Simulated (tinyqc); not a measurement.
## Doping from the body effect

Inverse problem. The threshold of a long MOSFET, counted against the source, shifts by gamma (sqrt(2 phiF + Vsb) - sqrt(2 phiF)) with gamma = sqrt(2 eps0 eps_r q N)/Cox. Find 2 phiF, gamma and N from two shifts.

Parameters, values chosen for the exercise: relative permittivity eps_r = 14.2.

Constants: q = 1.602176634e-19 C, eps0 = 8.8541878128e-14 F/cm where lengths are in cm. Results are converted to the units shown.

|VT - VT(0)| at source-body biases 0.6 and 2.8 V (V): [0.049526960, 0.16868109]
Cox = 0.24934207 uF/cm^2

Solution. The ratio of the shifts depends on 2 phiF alone and rises steadily with it, so it fixes 2 phiF; either shift then gives gamma, and gamma gives N.

2 phiF = 0.698 V
gamma = 0.163 V^0.5
N = 4.10e15 cm^-3

Computed by the program tinyqc: `OMP_NUM_THREADS=1 python tinyqc.py 2060123 2060124 out.jsonl`, one thread of a shared Intel Xeon 2.30GHz, about 0.01 s for the whole run.
